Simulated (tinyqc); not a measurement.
Inside a calculation: carrier statistics of a doped semiconductor with parabolic bands. Values are carried at full precision from step to step, so a last printed digit may differ when a step is redone from the rounded ones.

Constants: kB = 8.617333262e-05 eV/K; hbar^2/2m0 = 3.80998211 eV angstrom^2.

Values chosen for the exercise (near those of InP; shifted at random, so the results belong to these values and not to a real crystal):
```
symbol  value     unit    meaning
Eg0     1.416     eV      gap at 0 K
al      0.000359  eV/K    Varshni alpha
be      165       K       Varshni beta
T       500       K
ml      0.0774    m0      longitudinal electron mass
mt      0.0774    m0      transverse electron mass
Mv      1                 equivalent valleys
mhh     0.583     m0      heavy-hole mass
mlh     0.0882    m0      light-hole mass
ND      1.1e+16   1/cm^3  donors
NA      2.3e+17   1/cm^3  acceptors
ED      0.00582   eV      donor level below Ec
EA      0.0476    eV      acceptor level above Ev
```

## Gap and thermal energy

Eg(T) = Eg0 - al T^2/(T + be) (Varshni).

Eg = 1.28104 eV
kT = 0.043087 eV

The gap has shrunk by 135.0 meV from 0 K and is 29.7 kT wide.

## Effective densities of states

m_de = Mv^(2/3) (ml mt^2)^(1/3); m_dh = (mhh^(3/2) + mlh^(3/2))^(2/3); N = 2 (m kB T/(4 pi c))^(3/2) with c = hbar^2/2m0, in 1/angstrom^3; times 1e24 for 1/cm^3.

m_de = 0.0774 m0
m_dh = 0.6057 m0
Nc = 1.1627e+18 1/cm^3
Nv = 2.5450e+19 1/cm^3

The light holes supply 5.6 % of Nv, and Nc/Nv = 0.0457.

## Intrinsic density and level

With Boltzmann statistics ni = sqrt(Nc Nv) exp(-Eg/2kT) and Ei = Eg/2 + (kT/2) ln(Nv/Nc), counted from Ev.

ni = 1.90e+12 1/cm^3
Ei = 0.7070 eV

Ei lies 66.5 meV above midgap, towards the band with the smaller density of states.

## Neutrality by bisection

Energies are counted from Ev, so Ec = Eg. n = Nc F_1/2((EF - Eg)/kT), p = Nv F_1/2(-EF/kT), ND+ = ND/(1 + 2 exp((EF - Eg + ED)/kT)), NA- = NA/(1 + 4 exp((EA - EF)/kT)); neutrality asks p + ND+ = n + NA-. F_j(eta) = (1/Gamma(j + 1)) integral_0^infinity x^j dx/(1 + exp(x - eta)), which tends to exp(eta) for eta << 0.

Start from the bracket [-0.2 eV, Eg + 0.2 eV]; at the midpoint EF take the sign of p + ND+ - n - NA-; where it is positive EF must rise. Fourteen steps are shown.

Bisection (eV, 1/cm^3):
```
step       low     high       EF         n         p       ND+       NA-  sign
1     -0.20000  1.48104  0.64052  4.07e+11  8.90e+12  1.10e+16  2.30e+17     -
2     -0.20000  0.64052  0.22026  2.36e+07  1.53e+17  1.10e+16  2.14e+17     -
3     -0.20000  0.22026  0.01013  1.80e+05  1.61e+19  1.10e+16  2.18e+16     +
4      0.01013  0.22026  0.11519  2.06e+06  1.71e+18  1.10e+16  1.25e+17     +
5      0.11519  0.22026  0.16773  6.98e+06  5.15e+17  1.10e+16  1.85e+17     +
6      0.16773  0.22026  0.19399  1.28e+07  2.81e+17  1.10e+16  2.03e+17     +
7      0.19399  0.22026  0.20713  1.74e+07  2.07e+17  1.10e+16  2.09e+17     +
8      0.20713  0.22026  0.21369  2.03e+07  1.78e+17  1.10e+16  2.12e+17     -
9      0.20713  0.21369  0.21041  1.88e+07  1.92e+17  1.10e+16  2.11e+17     -
10     0.20713  0.21041  0.20877  1.81e+07  2.00e+17  1.10e+16  2.10e+17     +
11     0.20877  0.21041  0.20959  1.84e+07  1.96e+17  1.10e+16  2.10e+17     -
12     0.20877  0.20959  0.20918  1.83e+07  1.98e+17  1.10e+16  2.10e+17     -
13     0.20877  0.20918  0.20897  1.82e+07  1.99e+17  1.10e+16  2.10e+17     -
14     0.20877  0.20897  0.20887  1.81e+07  1.99e+17  1.10e+16  2.10e+17     +
```

Each step halves the bracket, which is 0.205 meV wide at the last row.

## The neutral state

Solve the neutrality condition for EF to convergence.

EF = 0.2089 eV
n = 1.81e+07 1/cm^3
p = 1.99e+17 1/cm^3
ND+ = 1.10e+16 1/cm^3
NA- = 2.10e+17 1/cm^3

The material is p-type; 91.3 % of the acceptors are ionised. EF lies 4.85 kT inside the gap from the valence edge, so Boltzmann statistics would serve; n p/(Nc Nv exp(-Eg/kT)) = 0.997.

## Checks

- F_1/2(1) by the trapezoid rule against adaptive quadrature: both 1.575641.
- Positive against negative charge at the solution (1/cm^3): both 2.10100e+17.

(tinyqc, `OMP_NUM_THREADS=1 python tinyqc.py 1682641 1682642 out.jsonl`, Intel(R) Xeon(R) Processor @ 2.30GHz, 1 thread, shared host, about 0.01 s.)
